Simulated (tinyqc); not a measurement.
Worked calculation: Ewald sum of point charges, fcc lattice in a neutralising background. Computed by tinyqc, a small Python program that keeps every step. Command: `OMP_NUM_THREADS=1 python tinyqc.py 29549 29550 out.jsonl` (the two numbers bound the seeds that draw the settings). One thread of a shared host (Intel(R) Xeon(R) Processor @ 2.60GHz), about 0.03 s of CPU time with the checks.

## Ewald sum with eta = 0.488 1/bohr

cell vectors (rows) (bohr):
```
          1         2         3
1  0.000000  3.995000  3.995000
2  3.995000  0.000000  3.995000
3  3.995000  3.995000  0.000000
```

Charges:
```
q               f1        f2        f3
1.000000  0.000000  0.000000  0.000000
```

Real space: 1/2 sum q_i q_j erfc(eta r)/r over all images with r > 0; reciprocal space: (2 pi/V) sum_(G != 0) exp(-G^2/4 eta^2)/G^2 |S(G)|^2 with S(G) = sum q exp(i G.r); self term -eta/sqrt(pi) sum q^2; background -pi Q^2/(2 V eta^2), Q the total charge.

Real-space shells (first ones):
```
r (bohr)   pairs  sum (hartree)
5.649783      12       0.000103
7.990000       6       1.32e-08
9.785712      24       1.77e-11
11.299566     12              0
```

Reciprocal shells (first ones that count):
```
G^2 (1/bohr^2)  vectors  sum (hartree)
1.855186              8       0.030304
2.473581              6       0.008906
4.947162             12       0.000664
6.802348             24       0.000138
7.420744              8       0.000022
9.894325              6       9.21e-07
11.749511            24       4.43e-07
12.367906            24       2.20e-07
14.841487            24       1.36e-08
16.696673            32       2.31e-09
```

## The total does not depend on eta

The same sums for other eta.

Totals (hartree per cell):
```
eta           real  reciprocal       self  background        total
0.488000  0.000103    0.040034  -0.275325   -0.051725  -0.28691252
0.657000  1.62e-07    0.112297  -0.370673   -0.028537  -0.28691252
0.838000  2.28e-11    0.203419  -0.472791   -0.017541  -0.28691252
```

shortest distance = 5.649783 bohr
